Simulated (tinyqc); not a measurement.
From results back to parameters: two-dimensional electron gas with Rashba and Dresselhaus coupling. Four cases, with inputs chosen for the exercise.

Problem. For pure Rashba coupling above the band crossing, k_outer - k_inner = al m/c with c = hbar^2/2m0, and each branch holds k^2/(4 pi) electrons per area. Beating of Shubnikov-de Haas oscillations gives the two densities; those below come from a hidden al (1e11/cm^2 = 1e-5/angstrom^2).

Constants: hbar^2/2m0 = 3.80998211 eV angstrom^2.

Case 1.

Values chosen (out of a larger set: of the size met in GaAs; not measured data): m = 0.067 m0 (mass).

densities (1e11/cm^2): outer 3.484965, inner 3.415035

Case 2.

Values chosen (out of a larger set: of the size met in InGaAs; not measured data): m = 0.0391 m0 (mass).

densities (1e11/cm^2): outer 3.911229, inner 3.488771

Case 3.

Values chosen (out of a larger set: of the size met in InGaAs; not measured data): m = 0.0385 m0 (mass).

densities (1e11/cm^2): outer 1.369438, inner 0.730562

Case 4.

Values chosen (out of a larger set: of the size met in InSb; not measured data): m = 0.0132 m0 (mass).

densities (1e11/cm^2): outer 3.478669, inner 2.821331

Find: k_outer, k_inner; al.

Solution. k = sqrt(4 pi n) for each branch, and al = c (k_outer - k_inner)/m.

Case 1.

k_outer, k_inner (1/angstrom): 0.02093  0.02072

al = 0.0120 eV angstrom

Case 2.

k_outer, k_inner (1/angstrom): 0.02217  0.02094

al = 0.120 eV angstrom

Case 3.

k_outer, k_inner (1/angstrom): 0.01312  0.00958

al = 0.350 eV angstrom

Case 4.

k_outer, k_inner (1/angstrom): 0.02091  0.01883

al = 0.600 eV angstrom

Computed by tinyqc, one run a case: `OMP_NUM_THREADS=1 python tinyqc.py N N+1 out.jsonl` with N = 1482860, 1482888, 1482891, 1482895; one thread of a shared Intel(R) Xeon(R) Processor @ 2.30GHz, about 0.01 s a run at most.
